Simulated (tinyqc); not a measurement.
X-ray photoelectron analysis of a thin oxide on a semiconductor: attenuation lengths, thickness, angle series and band offsets: one step, computed by the program tinyqc. Command: `OMP_NUM_THREADS=1 python tinyqc.py 3113142 3113143 out.jsonl xps walk`. One thread of a shared host (Intel(R) Xeon(R) Processor @ 2.30GHz), about 0.01 s of CPU time with the checks.

The same element is seen in the oxide and in the substrate, at nearly the same kinetic energy; films are flat and uniform, and the work function is ignored.

Task: Inelastic mean free paths. TPP-2M: lambda = E/(E_p^2 [b ln(c E) - C/E + D/E^2]) in angstrom, E_p = 28.8 sqrt(N_v rho/M), b = -0.10 + 0.944/sqrt(E_p^2 + E_g^2) + 0.069 rho^0.1, c = 0.191/sqrt(rho), U = N_v rho/M, C = 1.97 - 0.91 U, D = 53.4 - 20.8 U, with E = photon energy less binding energy in eV. Attenuation length L = factor x lambda.

Inputs (values chosen for the exercise, modelled on SiO2 on silicon):
```
quantity                                          value    unit
photon energy                                      2000      eV
binding energy of the core level                   99.4      eV
oxide density                                      2.24  g/cm^3
oxide formula mass                                60.08   g/mol
valence electrons per oxide formula                  16       -
oxide gap                                           8.9      eV
substrate density                                  2.33  g/cm^3
substrate formula mass                            28.09   g/mol
valence electrons per substrate formula               4       -
substrate gap                                      1.12      eV
attenuation length over inelastic mean free path   0.91       -
```

Give: kinetic energy E; the table «Terms» with the columns E_p (eV), b, c, lambda (nm), for layer = oxide, substrate; L in the oxide; L in the substrate.

Result:

kinetic energy E = 1900.6 eV

Terms:
```
layer      E_p (eV)         b        c  lambda (nm)
oxide        22.244  0.014197  0.12762       4.9744
substrate    16.589  0.031866  0.12513       3.9808
```

L in the oxide = 4.5267 nm

L in the substrate = 3.6225 nm
